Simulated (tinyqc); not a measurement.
Inside a calculation. Model: space-charge-limited current with shallow traps.

Program tinyqc, `OMP_NUM_THREADS=1 python tinyqc.py 2370172 2370173 out.jsonl`; Intel Xeon 2.30GHz, shared host, one thread, about 0.01 s. Printed values are rounded.

One carrier type, drift only, an injecting contact at x = 0 (zero field) and thickness L. The share th = y/(1 + y), y = (Nc/Nt) exp(-Et/kB T), of the injected charge is free: J = q mu n F, eps0 eps_r dF/dx = q (n - n0)/th.

Inputs (values chosen for the exercise): temperature T = 250 K; relative permittivity eps_r = 4; mobility mu = 0.039 cm^2/(V s); thickness L = 75 nm; band density of states Nc = 1.2e19 cm^-3; trap density Nt = 1.9e18 cm^-3; trap depth Et = 0.25 eV; free carrier density in equilibrium n0 = 1.6e12 cm^-3; voltage V = 6 V.

Constants: q = 1.602176634e-19 C, kB = 1.380649e-23 J/K, Vt = kB T/q, eps0 = 8.8541878128e-14 F/cm where lengths are in cm. Results are converted to the units shown.

Range of the model: Diffusion and a field-dependent mobility are left out. With injecting contacts the diffusion current, about 4 pi^2 Vt th eps0 eps_r mu V/L^3, equals the Mott-Gurney current at V = 35 kB T/q (0.9 V at 300 K), so the drift-only result needs V well above that.

## Limits and characteristic voltages

Ohmic J = q n0 mu V/L; Mott-Gurney J = (9/8) th eps0 eps_r mu V^2/L^3; they cross at Vx = 8 q n0 L^2/(9 th eps0 eps_r); traps fill at V_TFL = q Nt L^2/(2 eps0 eps_r).

th = 5.762679e-5
ohmic J = 0.007998066 A/cm^2
Mott-Gurney J = 0.07641331 A/cm^2
Vx = 0.6280110 V
V_TFL = 24.17396 V

## The exact current

Exact: with u = n0/n(L), w = -u - ln(1 - u) and v = -u - u^2/2 - ln(1 - u), V = (q n0 L^2/(th eps0 eps_r)) v/w^2 and J = q^2 n0^2 mu L/(th eps0 eps_r w). v/w^2 falls steadily with u, so u follows by bisection.

v/w^2 = 8.492421
u = 0.1436158
w = 0.01142037
J = 0.08246572 A/cm^2
exit field over V/L = 1.480780

J is 2.3 % below the plain sum of the two limits; the exit field lies between the ohmic 1 and the Mott-Gurney 1.5.
